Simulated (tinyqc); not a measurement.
# One-dimensional ballistic tunnel FET, two-band WKB, step by step

Program tinyqc, `OMP_NUM_THREADS=1 python tinyqc.py 2620097 2620098 out.jsonl`; Intel Xeon 2.30GHz, shared host, one thread, about 0.01 s. Printed values are rounded.

A p-type source for x < 0 with its Fermi level at 0 and its valence edge at ds; in the channel the bands fall as D exp(-x/lam) towards their flat values, with the conduction edge at Ec = ds - dP and D = dP + Eg. The gate moves dP one to one. The drain Fermi level lies at -Vd and the drain side reflects nothing. For w = E - Ec between 0 and dP an electron crosses the gap. Two-band dispersion with equal masses m: inside the gap kappa = sqrt(m u (1 - u/Eg)/C), u the distance from a band edge, C = hbar^2/(2 m0).

Parameters, values chosen for the exercise; band and dielectric values close to those of indium arsenide:
```
symbol  value  unit                                           meaning
T         300     K                                       temperature
Eg      0.354    eV                                          band gap
m       0.023    m0              band-edge mass of the two-band model
lam       1.9    nm           screening length of the source junction
ds        0.1    eV  source valence edge above the source Fermi level
Vd        0.2     V                                        drain bias
g           1              number of degenerate subbands (spin apart)
dP       0.41    eV        tunnelling window Ev(source) - Ec(channel)
w0        0.3    eV          energy above the channel conduction edge
nc          7                                       cells of the path
nE         11                               points of the energy grid
```

Constants: q = 1.602176634e-19 C, kB = 1.380649e-23 J/K, hbar = 1.054571817e-34 J s, h = 6.62607015e-34 J s, m0 = 9.1093837015e-31 kg, Vt = kB T/q, hbar^2/(2 m0) = 0.0380998212 eV nm^2. Results are converted to the units shown.

Range of the model: Where S is below about 2 the WKB prefactor of 1 is a rough guess.

## The path through the gap by the midpoint rule

At w = w0 the path runs from xa = lam ln(D/(w + Eg)) to xb = lam ln(D/w); u(x) = w + Eg - D exp(-x/lam) is the height above the valence edge. Cut it into nc equal cells: S = 2 (cell width) times the sum of kappa at the centres.

xa = 0.2953748 nm
xb = 1.776092 nm

| cell | x (nm) | u (eV) | kappa (1/nm) |
|---|---|---|---|
| 0 | 0.401140 | 0.0354109 | 0.1387026 |
| 1 | 0.612671 | 0.1005845 | 0.2084889 |
| 2 | 0.824202 | 0.1588914 | 0.2299266 |
| 3 | 1.035733 | 0.2110553 | 0.2268209 |
| 4 | 1.247265 | 0.2577233 | 0.2057019 |
| 5 | 1.458796 | 0.2994744 | 0.1668711 |
| 6 | 1.670327 | 0.3368266 | 0.0993189 |

S = 0.5397556

## The exponent in closed form

S(w) = 2 lam int_0^Eg kappa(u) du/(w + Eg - u) = 2 pi lam sqrt(m/(C Eg)) [w + Eg/2 - sqrt(w (w + Eg))], T(w) = exp(-S). The common triangular estimate is S = (4/3) lam sqrt(m/C) Eg^1.5/(dP + Eg) for all w.

S(w0) = 0.5309078
T(w0) = 0.5880709
triangular S = 0.5426332

The midpoint value is 1.7 % above the closed form, and the triangular estimate 2.2 % above it.

## Current on a coarse grid

S(w) = 2 lam int_0^Eg kappa(u) du/(w + Eg - u) = 2 pi lam sqrt(m/(C Eg)) [w + Eg/2 - sqrt(w (w + Eg))], T(w) = exp(-S). I = g (2 q^2/h) int_0^dP T(w) [f(E) - f(E + Vd)] dw, E = ds - dP + w, f(x) = 1/(1 + exp(x/Vt)). Simpson's rule on nE equally spaced points.

| point | w (eV) | T(w) | difference of the f |
|---|---|---|---|
| 0 | 0.0000000 | 0.06333261 | 0.01398841 |
| 1 | 0.0410000 | 0.2430217 | 0.06479492 |
| 2 | 0.0820000 | 0.3362192 | 0.2527742 |
| 3 | 0.1230000 | 0.4062646 | 0.6224103 |
| 4 | 0.1640000 | 0.4619838 | 0.8862973 |
| 5 | 0.2050000 | 0.5077059 | 0.9583414 |
| 6 | 0.2460000 | 0.5460356 | 0.9172509 |
| 7 | 0.2870000 | 0.5786949 | 0.7077622 |
| 8 | 0.3280000 | 0.6068885 | 0.3324219 |
| 9 | 0.3690000 | 0.6314921 | 0.09256151 |
| 10 | 0.4100000 | 0.6531615 | 0.02045967 |

I = 7.731185 uA

A converged quadrature gives 7.718 uA; this grid is 0.17 % above that.
